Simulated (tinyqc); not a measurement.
# AlGaN/GaN HEMT with access regions, lumped model: output curve without and with trapping

A polarisation-induced electron sheet under a Schottky gate, in series with two ungated access regions and contacts. Drift law v = mu E/(1 + mu E/vs) under the gate. Currents in mA/mm, resistances in ohm mm. No self-heating, no channel-length modulation; fits for polarisation, barrier and offset are chosen for the exercise.

sigma = (5e13 x + 1.6e13 x^2) cm^-2, phiB = 0.84 + 1.3 x, dEc = 0.7 (1.71 x + x^2) in volts, Cb = eps0 eps_r/d, VT = phiB - dEc - q sigma/Cb, access density n0 = -Cb VT/q. Access resistance R(L, n) = L/(q mu n sqrt(1 - (I/(q n vs))^2)); Rs = Rc + R(Ls, n0), Rd = Rc + R(Ld, (1 - ft) n0). Vg' = Vg - I Rs, Vd' = Vd - I (Rs + Rd); with u = Vg' - VT, Vc = vs Lg/mu and w the smaller of Vd' and Vc [sqrt(1 + 2 u/Vc) - 1] (0 if negative), the channel gives (mu Cb/Lg)(u w - w^2/2)/(1 + w/Vc). I equals that channel current. The two columns take ft = 0 and ft = 0.3; collapse = 1 - (second)/(first).

Values chosen for this exercise; values close to those of AlGaN/GaN structures: aluminium share of the barrier x = 0.3; barrier thickness d = 25 nm; relative permittivity of barrier and channel eps_r = 9.4; channel mobility mu = 1100 cm^2/(V s); saturation velocity vs = 1.6e7 cm/s; gate length Lg = 1 um; source access length Ls = 0.5 um; drain access length Ld = 16 um; resistance of each contact Rc = 0.52 ohm mm; gate voltage Vg = -1 V.

Constants: q = 1.602176634e-19 C, eps0 = 8.8541878128e-14 F/cm where lengths are in cm. Results are converted to the units shown.

Output curve without and with trapping:
```
Vd (V)  I, ft = 0 (mA/mm)  I, ft = 0.3 (mA/mm)  collapse (%)
0.25                31.90                23.88         25.16
0.5                 63.74                47.72         25.13
1                   127.2                95.31         25.07
2                   253.0                189.9         24.95
3                   377.0                283.4         24.82
4                   498.5                375.5         24.68
6                   732.1                554.2         24.30
8                   948.6                723.6         23.71
12                   1286                 1026         20.17
```

Read the table: what changes, and by how much?

Without trapping the current rises from 31.9 to 1290 mA/mm and first comes within 2 % of its last value at Vd = 12 V among the rows; with trapping that knee lies at 12 V. The collapse is 25 % in the first row, at most 25 % and 20 % in the last. For Vd = 8 to 12 V the power passes 5 W/mm, where self-heating, left out here, lowers the current.

Program tinyqc, `OMP_NUM_THREADS=1 python tinyqc.py 2570029 2570030 out.jsonl`; Intel Xeon 2.30GHz, shared host, one thread, about 0.02 s.
